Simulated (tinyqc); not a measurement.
Configuration-coordinate model of carrier capture at a defect: one step. The multiphonon factor.

Two parabolas of equal curvature k in one coordinate Q: with the carrier free at the band edge, U_f = k Q^2/2; with the carrier trapped, U_t = k (Q - dQ)^2/2 - ET. ER = k dQ^2/2, Huang-Rhys factor S = ER/hw, hw = 0.0646541 sqrt(k/M) eV for k in eV/angstrom^2 and M in u. The curves cross at a height Eb = (ER - ET)^2/(4 ER) above the free minimum.

Multiphonon factor for giving p = ET/hw phonons to the lattice: W = exp(-S (2 nb + 1)) ((nb + 1)/nb)^(p/2) I_p(x), nb = 1/(exp(hw/kT) - 1), x = 2 S sqrt(nb (nb + 1)), I_p the modified Bessel function. Classical limit: W = hw exp(-Eb/kT)/sqrt(4 pi ER kT). At T = 0: exp(-S) S^p/Gamma(p + 1).

Constants: kB = 8.617333262e-05 eV/K.

Inputs chosen for the exercise (of the size met at a deep level in Si; not measured data): ET = 0.3 eV (thermal depth of the level below the band edge); ER = 0.24 eV (relaxation energy); hw = 0.027 eV (phonon energy of the mode); T = 350 K (temperature); nu = 1e+11 1/s (attempt rate).

Question. Form p, nb, x and ln W, the classical ln W, and the capture time 1/(nu W).

Give: p, nb, x; ln W; capture time.

Answer.

p, nb, x: 11.1111  0.6907  19.2109

ln W: quantum -2.580, classical -2.538

capture time = 1.32e-10 s

The quantum factor is 0.958 times the classical one at kT/hw = 1.12: the two agree.

Run: tinyqc, `OMP_NUM_THREADS=1 python tinyqc.py 1482426 1482427 out.jsonl`; Intel(R) Xeon(R) Processor @ 2.30GHz, one thread, shared host; about 0.01 s of CPU time with all checks.
